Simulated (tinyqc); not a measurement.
## Trap density from the capacitance step

Question. A junction with shallow donors Nd and a deep trap has C_HF = eps0 eps_r/W and C_LF = eps0 eps_r (Nd + Nt)/(Nd W + Nt xt), xt = W - lam. Find W, xt and Nt.

Values chosen for this exercise:
```
symbol  value   unit                meaning
eps_r    10.1         relative permittivity
Nd       1e16  cm^-3  shallow donor density
```

Constants: eps0 = 8.8541878128e-14 F/cm where lengths are in cm. Results are converted to the units shown.

C_HF = 18.949837 nF/cm^2
C_LF = 19.538314 nF/cm^2
lam = 103.04924 nm

Solution. C_HF gives W. With y = C_LF/C_HF, Nt/Nd = (y - 1)/(1 - y xt/W).

W = 471.9 nm
xt = 368.9 nm
Nt = 1.600e15 cm^-3

Numbers from tinyqc (`OMP_NUM_THREADS=1 python tinyqc.py 2050015 2050016 out.jsonl`; about 0.01 s on one thread of a shared Intel Xeon 2.30GHz).
